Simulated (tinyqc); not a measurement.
Lattice vibrations of a chain, step by step. Computed by tinyqc, a small Python program that keeps every step. Command: `OMP_NUM_THREADS=1 python tinyqc.py 20612 20613 out.jsonl` (the two numbers bound the seeds that draw the settings). One thread of a shared host (Intel(R) Xeon(R) Processor @ 2.60GHz), about 0.01 s of CPU time with the checks.

## Dynamical matrix at q = 0.25

A chain moving along its axis:
```
atom   mass (u)  spring to the next atom (eV/angstrom^2)
1     94.300000                                 3.600000
2     76.800000                                 6.300000
3     86.700000                                10.000000
```

q is in units of 2 pi/a. A spring k from atom i to atom j, n cells on, adds k to Phi_ii and Phi_jj, -k exp(2 pi i q n) to Phi_ij and the conjugate to Phi_ji (for one atom a cell: 2k (1 - cos 2 pi q n)); D_ij = Phi_ij / sqrt(m_i m_j).

D(q) (eV/(angstrom^2 u)):
```
[[0.144221, -0.042303, 0.000000+0.110595i],
 [-0.042303, 0.128906, -0.077206],
 [0.000000-0.110595i, -0.077206, 0.188005]]
```

## Frequencies

omega^2 are the eigenvalues; wavenumber = 521.4708 sqrt(eigenvalue) 1/cm.

eigenvalues: [0.017042, 0.138898, 0.305192]

wavenumbers (1/cm): [68.1, 194.3, 288.1]

weights |e|^2 of the mass-weighted modes, order atom 1, atom 2, atom 3:
```
[[0.374903, 0.318369, 0.306728],
 [0.270888, 0.590697, 0.138415],
 [0.354209, 0.090934, 0.554857]]
```

## Dispersion and heat capacity

C/k_B per atom = mean over q = (j + 1/2)/80, j = 0..39 and all branches of y^2 e^y/(e^y - 1)^2, y = hc wavenumber / k_B T.

Wavenumbers (1/cm):
```
q           branch 1    branch 2    branch 3
0.000000    0.000000  217.510091  279.438141
0.062500   17.390069  215.771477  280.243768
0.125000   34.642791  210.866255  282.367870
0.187500   51.604099  203.485072  285.179166
0.250000   68.074740  194.347194  288.082128
0.312500   83.743366  184.123845  290.657483
0.375000   97.995803  173.645887  292.643542
0.437500  109.320037  164.546448  293.887581
0.500000  114.121680  160.480322  294.310419
```

Heat capacity:
```
T (K)  C/k_B per atom
20           0.112191
50           0.291519
100          0.582060
200          0.846566
300          0.925613
600          0.980347
1200         0.995016
```

zero-point energy per atom = 11.254225 meV
